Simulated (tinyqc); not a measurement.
Thinning the body: Gamma, L and X subbands of a thin body with non-parabolic valleys.

Hard walls, flat band, c = hbar^2/2m0, energies from the bulk Gamma edge. For a valley at angle theta to the normal 1/m_z = cos^2/ml + sin^2/mt and m_d = sqrt(ml mt^2/m_z). Subband n starts at E_v + e with e (1 + a e) = c (n pi/t)^2/m_z, and its density-of-states mass is taken as m_d (1 + 2 a e), without further growth at higher in-plane energy. Groups are named by valley and degeneracy.

n_i = g m/(2 pi c) kB T ln(1 + exp((EF - E_i)/kB T)), sum n_i = Ns (1e12/cm^2 = 1e-4/angstrom^2), c = hbar^2/2m0. Quantum capacitance Cq = 1602.176634 sum g m/(2 pi c) f_i in microfarad/cm^2 with f_i = 1/(1 + exp((E_i - EF)/kB T)); Cox = 34.5313/eot (one gate); C/Cox = Cq/(Cq + Cox), the centroid term left out.

Constants: hbar^2/2m0 = 3.80998211 eV angstrom^2; kB = 8.617333262e-05 eV/K.

Inputs chosen for the exercise (near those of a thin GaSb channel; the results hold for these values, not for the real material):
```
symbol  value                          unit         meaning
face    100                                         surface
mG      0.0388                         m0           Gamma mass
aG      1.14                           1/eV         Gamma non-parabolicity
EL      0.048                          eV           L edge above Gamma
mL      (1.309, 0.097)                 m0           L valleys (four, along <111>): ml, mt
EX      0.321                          eV           X edge above Gamma
mX      (1.541, 0.225)                 m0           X valleys (three, along <100>): ml, mt
aS      0.36                           1/eV         non-parabolicity of L and X
Ns      8.6                            x 1e12/cm^2  sheet density
T       300                            K            temperature
eot     7                              angstrom     equivalent oxide thickness
ts      (18, 24, 30, 40, 55, 75, 110)  angstrom     thicknesses
```

Lowest edge of each valley type, the lowest group, the Gamma share and C/Cox, with n = 1 to 8 of all groups.

Results:
```
t (angstrom)  Gamma (eV)  L (eV)  X (eV)  lowest  Gamma share (%)  C/Cox
18                 1.240   0.715   0.394      X1              0.0  0.759
30                 0.628   0.319   0.348      L4              0.0  0.895
40                 0.412   0.206   0.336      L4              0.0  0.890
55                 0.249   0.134   0.329      L4              0.1  0.889
75                 0.147   0.095   0.325      L4              0.7  0.889
110                0.074   0.070   0.323      L4              2.9  0.894
```

Give the missing row, t (angstrom) = 24.

Computed row:
```
t (angstrom)  Gamma (eV)  L (eV)  X (eV)  lowest  Gamma share (%)  C/Cox
24                 0.853   0.454   0.363      X1              0.0  0.869
```

From 110 down to 18 angstrom Gamma rises by 1.17 eV, L by 0.65 and X by 0.07 eV, the light Gamma mass moving most. The lowest group changes from L4 to X1 between 30 and 24 angstrom. The Gamma share goes from 3 % to 0 %. C/Cox is 0.89 and 0.76 at the ends and lies between 0.76 and 0.89. Hard walls overstate the rise in the thinnest rows.

Computed by tinyqc, a small Python program: `OMP_NUM_THREADS=1 python tinyqc.py 1281415 1281416 out.jsonl` (the numbers bound the seed that draws the inputs); one thread of a shared host (Intel(R) Xeon(R) Processor @ 2.30GHz), about 0.04 s for the whole set of steps.
